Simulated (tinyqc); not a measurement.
## Gated graphene, quantum capacitance: effect of the temperature

phi is the Fermi level above the Dirac point, in volts; Vg is counted from the gate voltage of charge neutrality. Ideal linear bands, no charge puddles.

N0 = (2/pi)(kB T/(hbar vF))^2; n = N0 F1(phi/Vt), p = N0 F1(-phi/Vt), F1(e) = int_0^infinity u du/(1 + exp(u - e)) = -Li2(-exp(e)); Cq = q d(n - p)/dphi = (q N0/Vt) ln[2 (1 + cosh(phi/Vt))]. Cox = eps0 eox/tox; Vg = phi + q (n - p + Dit phi)/Cox. 1/C_G = 1/Cox + 1/(Cq + q Dit); dphi/dVg = Cox/(Cox + Cq + q Dit).

Parameters, values chosen for the exercise; values close to those of graphene: relative permittivity of the gate insulator (close to silicon dioxide) eox = 3.9; insulator thickness tox = 4.4 nm; Fermi velocity vF = 9.98e5 m/s; density of traps Dit = 2.9e12 cm^-2 eV^-1; gate voltage Vg = -1.27 V.

Constants: q = 1.602176634e-19 C, kB = 1.380649e-23 J/K, hbar = 1.054571817e-34 J s, Vt = kB T/q, eps0 = 8.8541878128e-14 F/cm where lengths are in cm. Results are converted to the units shown.

The same in every row: Cox (uF/cm^2) = 0.78480.

Results:
```
T (K)   phi (V)  n - p (cm^-2)  Cq (uF/cm^2)  C_G (uF/cm^2)  dphi/dVg  n + p (cm^-2)
50     -0.24221     -4.3321e12        5.7252        0.69650   0.11252      4.3321e12
77     -0.24207     -4.3332e12        5.7218        0.69645   0.11258      4.3332e12
120    -0.24172     -4.3359e12        5.7135        0.69635   0.11271      4.3359e12
200    -0.24065     -4.3442e12        5.6884        0.69603   0.11312      4.3442e12
400    -0.23563     -4.3834e12        5.5713        0.69450   0.11506      4.3838e12
500    -0.23184     -4.4129e12        5.4894        0.69341   0.11646      4.4155e12
```

Estimate the missing row, T = 300 K.

Computed row:
```
T (K)   phi (V)  n - p (cm^-2)  Cq (uF/cm^2)  C_G (uF/cm^2)  dphi/dVg  n + p (cm^-2)
300    -0.23857     -4.3605e12        5.6392        0.69539   0.11393      4.3605e12
```

With this row back in the table: As T goes from 50 to 500, Cq falls from 5.73 to 5.49 uF/cm^2, C_G/Cox stays near 0.886 and n - p falls from -4.33e12 to -4.41e12 cm^-2. Cq exceeds Cox in every row, so the insulator is the tighter limit, though Cq still cuts C_G by up to 12 %.

Computed by the program tinyqc: `OMP_NUM_THREADS=1 python tinyqc.py 2200038 2200039 out.jsonl`, one thread of a shared Intel Xeon 2.30GHz, about 0.01 s for the whole run.
